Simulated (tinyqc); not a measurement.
Interpolating the pair or each band alone: Wannier functions of a composite (isolated) pair of valence bands (bonds of an sp chain).

Each atom has a hybrid pointing left (<) and right (>). H(k): diagonal +V3 on A, -V3 on B; <A<|A>> = -V1a, <B<|B>> = -V1b, <A>|B<> = -V2, <B>|A<> = -V2p exp(ik); k in 1/a, Bloch sums with exp(ikR). The two lowest bands are filled. Trial functions in cell 0: g1 = cos(c) A> + sin(c) B<, and g2 = sin(c) B> + cos(c) A< of cell 1, whose Bloch vector has cos(c) exp(-ik) on A<. Projection A_mn = <psi_m|g_n>, S = A^+ A, Loewdin U = A S^(-1/2), Bloch-like states w_n = sum_m psi_m U_mn, H_W(k) = U^+ diag(E) U. P = sum_m |psi_m><psi_m| is free of phase choices, and S = g^+ P g, w = P g S^(-1/2).

Parameters, chosen for this exercise: V2 = 4.49 eV (coupling in the bond A-B inside the cell); V2p = 4.15 eV (coupling in the bond to the next cell); V1a = 0.93 eV (coupling of the two hybrids on A); V1b = 1.07 eV (the same on B); V3 = 0 eV (A at +V3, B at -V3); c = 55 degrees (trial bonds cos(c) on A, sin(c) on B).

Largest error on 25 points from 0 to pi. Pair: diagonalise the Hermitian part of sum_R exp(ikR) H(R) over the N cells nearest the origin, with H(R) the mean of exp(-ikR) H_W(k) on the mesh k = 2 pi j/N. Alone: the cosine series of each sorted band on the same mesh.

Errors (meV):

| N | pair | each band alone |
|---|---|---|
| 3 | 4.79352 | 176.36964 |
| 4 | 3.03744 | 50.31495 |
| 5 | 0.13220 | 70.08901 |
| 6 | 0.07359 | 21.44824 |
| 8 | 0.00253 | 9.90990 |
| 10 | 0.00010 | 4.89067 |
| 14 | 0.00000 | 1.67282 |

smallest spacing of the two filled bands = 0.3677 eV

How do the results move, and what explains it?

At N = 6 the pair errs by 0.074 meV and the single bands by 21; at N = 10, 0.00010 against 4.9. Both fall exponentially: the pair at a rate tied to the gap to the empty bands (6.61 eV), the single bands at a slower one tied to their own spacing (0.368 eV at the closest). Not every column falls at every step, since even meshes hold k = pi and odd ones do not.

(tinyqc, `OMP_NUM_THREADS=1 python tinyqc.py 1482776 1482777 out.jsonl`, Intel(R) Xeon(R) Processor @ 2.30GHz, 1 thread, shared host, about 0.3 s.)
